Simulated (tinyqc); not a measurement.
Wannier function of the lower band of a two-orbital chain: sweeps and comparisons. A value that a table varies takes the place of the one given here.

H(k) = [[-d/2 - 2 ta cos k, -t1 - t2 exp(-ik)], [-t1 - t2 exp(ik), d/2 - 2 tb cos k]], k in 1/a, Bloch sums with exp(ikR) and without the positions inside the cell. Mesh k_j = 2 pi j/N. Projection gauge: each lower eigenvector u is multiplied by the phase that makes <trial|u> real and positive (the one-band case of Loewdin orthogonalisation). Wannier amplitudes w(R) = (1/N) sum_k exp(ikR) u(k); hoppings H(R) = (1/N) sum_k exp(-ikR) E(k).

Values chosen for the exercise:
- d = 0.22 eV (A at -d/2, B at +d/2)
- t1 = 1.42 eV (A-B in the cell)
- t2 = 0.67 eV (B to A of the next cell)
- ta = 0.28 eV (A-A between cells)
- tb = 0.21 eV (B-B between cells)
- xb = 0.62 a (position of B (A at 0))
- th = 20 degrees (trial orbital cos(th) A + sin(th) B in cell 0)

## Convergence with the mesh

Centre and Omega_I from overlaps M_j = u_j^+ diag(1, exp(-i b xb)) u_(j+1), b = 2 pi/N: centre -(1/2 pi) sum arg M, Omega_I = (1/(N b^2)) sum (1 - |M|^2). Largest error of the Fourier interpolation on 41 points from 0 to pi.

Mesh:

| N | centre (a) | Omega_I (a^2) | H(1) (eV) | largest error (meV) |
|---|---|---|---|---|
| 3 | 0.27906 | 0.08588 | -0.53335 | 193.275 |
| 4 | 0.28649 | 0.09924 | -0.58167 | 37.127 |
| 6 | 0.28863 | 0.11336 | -0.57302 | 9.890 |
| 8 | 0.28942 | 0.12037 | -0.57220 | 3.558 |
| 12 | 0.28999 | 0.12623 | -0.57208 | 0.502 |
| 16 | 0.29019 | 0.12845 | -0.57208 | 0.072 |
| 24 | 0.29033 | 0.13011 | -0.57208 | 0.002 |

The interpolation error falls exponentially, from 37.1 meV at N = 4 to 0.502 at N = 12, because the hoppings decay exponentially for an isolated band (smallest gap 1.50 eV). Omega_I carries a finite-difference error and converges as a power: against the value 0.13147 on 400 points it is off by -0.00524 at N = 12 and -0.00137 at N = 24, an exponent of 1.94, near the limit 2.

## Choice of the trial orbital

N = 16. Centre, Omega_I and Omega_D from overlaps (b = 2 pi/N, M_j = u_j^+ diag(1, exp(-i b xb)) u_(j+1); Omega_D = (1/(N b^2)) sum (arg M_j + b centre)^2).

Trial angle:

| th (deg) | smallest projection | centre (a) | Omega_I (a^2) | Omega_D (a^2) |
|---|---|---|---|---|
| 0 | 0.726 | 0.2902 | 0.12845 | 0.03173 |
| 15 | 0.865 | 0.2902 | 0.12845 | 0.01080 |
| 30 | 0.947 | 0.2902 | 0.12845 | 0.00224 |
| 45 | 0.970 | 0.2902 | 0.12845 | 0.00001 |
| 60 | 0.930 | 0.2902 | 0.12845 | 0.00293 |
| 75 | 0.832 | 0.2902 | 0.12845 | 0.01295 |
| 90 | 0.676 | 0.2902 | 0.12845 | 0.03820 |

Omega_I is the same for all. Omega_D is smallest at 45 degrees (0.00001) and largest at 90 (0.03820). The centre does not move.

## Centre against ionicity

N = 24, d varied. Overlaps M_j = u_j^+ diag(1, exp(-i b xb)) u_(j+1), b = 2 pi/N; centre -(1/2 pi) sum arg M_j folded into [0, 1); Omega_I = (1/(N b^2)) sum (1 - |M_j|^2); charge moved is -2 times the shift of the centre from its value at d = 0 (a doubly filled band); weight on A averaged over the mesh.

Against d:

| d (eV) | centre (a) | charge moved (e) | weight on A | Omega_I (a^2) |
|---|---|---|---|---|
| -6.0 | 0.5953 | -0.5473 | 0.055 | 0.0186 |
| -3.0 | 0.5516 | -0.4600 | 0.144 | 0.0479 |
| -1.5 | 0.4838 | -0.3243 | 0.263 | 0.0858 |
| -0.5 | 0.3886 | -0.1341 | 0.404 | 0.1210 |
| 0.0 | 0.3216 | 0.0000 | 0.494 | 0.1304 |
| 0.5 | 0.2515 | 0.1401 | 0.586 | 0.1254 |
| 1.5 | 0.1449 | 0.3535 | 0.735 | 0.0899 |
| 3.0 | 0.0701 | 0.5031 | 0.858 | 0.0486 |
| 6.0 | 0.0248 | 0.5937 | 0.946 | 0.0184 |

For large positive d the function sits on A (centre 0.025) and for large negative d on B at 0.62 (centre 0.595); at d = 0 it lies at 0.322, on the bond inside the cell, the stronger one. Among these rows the spread is largest at d = 0 eV.

## What each parameter does

N = 24: centre (folded into [0, 1)) and Omega_I from overlaps M_j = u_j^+ diag(1, exp(-i b xb)) u_(j+1), b = 2 pi/N: centre = -(1/2 pi) Im ln prod M_j, Omega_I = mean(1 - |M_j|^2)/b^2; and the first two hoppings H(R). Each row changes one parameter from the base and keeps the others.

Results:

| case | centre (a) | Omega_I (a^2) | H(1) (eV) | H(2) (eV) |
|---|---|---|---|---|
| base | 0.2903 | 0.1301 | -0.5721 | 0.0371 |
| d = 0.52 eV | 0.2489 | 0.1249 | -0.5713 | 0.0364 |
| t1 = 1.57 eV | 0.2923 | 0.1226 | -0.5738 | 0.0339 |
| t2 = 0.57 eV | 0.2904 | 0.1189 | -0.5259 | 0.0273 |
| ta = 0.38 eV | 0.3070 | 0.1314 | -0.6248 | 0.0356 |
| xb = 0.67 a | 0.3136 | 0.1460 | -0.5721 | 0.0371 |
| th = 30 degrees | 0.2903 | 0.1301 | -0.5721 | 0.0371 |

The largest shifts from the base row, up to three for each result and ties (the steps differ in size, so this ranks the rows, not the parameters). centre (a): d -0.0415, xb +0.0232, ta +0.0166; unchanged at the printed digits by th. Omega_I (a^2): xb +0.0159, t2 -0.0112, t1 -0.0075; unchanged at the printed digits by th. H(1) (eV): ta -0.0527, t2 +0.0461, t1 -0.0017; unchanged at the printed digits by xb and th. H(2) (eV): t2 -0.0098, t1 -0.0032, ta -0.0015; unchanged at the printed digits by xb and th. The trial angle is a choice of gauge and moves none of these; xb enters the position operator alone, so it leaves the hoppings.

tinyqc: `OMP_NUM_THREADS=1 python tinyqc.py 1480495 1480496 out.jsonl`; about 0.3 s, one thread, shared Intel(R) Xeon(R) Processor @ 2.30GHz.
